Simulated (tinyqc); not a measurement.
Inside a calculation (part 2 of 2). Method: RHF in the sto-3g basis, for H6, spin multiplicity 1. Computed by tinyqc, a small Python program that keeps every step (integrals from PySCF). Command: `OMP_NUM_THREADS=1 python tinyqc.py 22141 22142 out.jsonl` (the two numbers bound the seeds that draw the settings). One thread of a shared host (Intel(R) Xeon(R) Processor @ 2.60GHz), about 0.06 s of CPU time with the checks.

Geometry (angstrom):
```
atom       x       y       z
H     0.0000  0.0000  0.0000
H     0.0000  0.0000  0.7750
H     0.0000  0.0000  1.9470
H     0.0000  0.0000  2.7220
H     0.0000  0.0000  3.8950
H     0.0000  0.0000  4.6700
```

## Populations, bond orders and dipole

D after iteration 11, order 1H 1s, 2H 1s, 3H 1s, 4H 1s, 5H 1s, 6H 1s:
$$\begin{pmatrix}
0.6435 & 0.6155 & -0.1425 & -0.2577 & 0.0327 & 0.1083 \\
0.6155 & 0.6187 & -0.0022 & -0.1276 & -0.0160 & 0.0327 \\
-0.1425 & -0.0022 & 0.6462 & 0.6215 & -0.1274 & -0.2573 \\
-0.2577 & -0.1276 & 0.6215 & 0.6463 & -0.0022 & -0.1423 \\
0.0327 & -0.0160 & -0.1274 & -0.0022 & 0.6187 & 0.6155 \\
0.1083 & 0.0327 & -0.2573 & -0.1423 & 0.6155 & 0.6434
\end{pmatrix}$$

overlap S, order 1H 1s, 2H 1s, 3H 1s, 4H 1s, 5H 1s, 6H 1s:
$$\begin{pmatrix}
1.0000 & 0.6370 & 0.1300 & 0.0323 & 0.0023 & 0.0003 \\
0.6370 & 1.0000 & 0.4013 & 0.1300 & 0.0141 & 0.0023 \\
0.1300 & 0.4013 & 1.0000 & 0.6370 & 0.1298 & 0.0322 \\
0.0323 & 0.1300 & 0.6370 & 1.0000 & 0.4008 & 0.1298 \\
0.0023 & 0.0141 & 0.1298 & 0.4008 & 1.0000 & 0.6370 \\
0.0003 & 0.0023 & 0.0322 & 0.1298 & 0.6370 & 1.0000
\end{pmatrix}$$

Mulliken: Z minus the diagonal of D S on the atom; Loewdin: the same with S^(1/2) D S^(1/2); Mayer order: 2 sum_s sum (D(s) S)_ij (D(s) S)_ji over the two atoms.

Charges (e):
```
atom  Mulliken  Loewdin
1H     -0.0088  -0.0219
2H      0.0068   0.0197
3H      0.0020   0.0023
4H      0.0020   0.0022
5H      0.0068   0.0197
6H     -0.0088  -0.0219
```

Mayer bond orders:
```
pair      order
2-1      0.9403
3-1     -0.0013
3-2      0.0597
4-1      0.0524
4-2     -0.0013
4-3      0.8907
5-1   -7.42e-05
5-2      0.0013
5-3     -0.0013
5-4      0.0595
6-1      0.0086
6-2   -7.42e-05
6-3      0.0522
6-4     -0.0013
6-5      0.9405
```

dipole moment about the origin, x y z (debye): [0.0000, 0.0000, -0.0001]
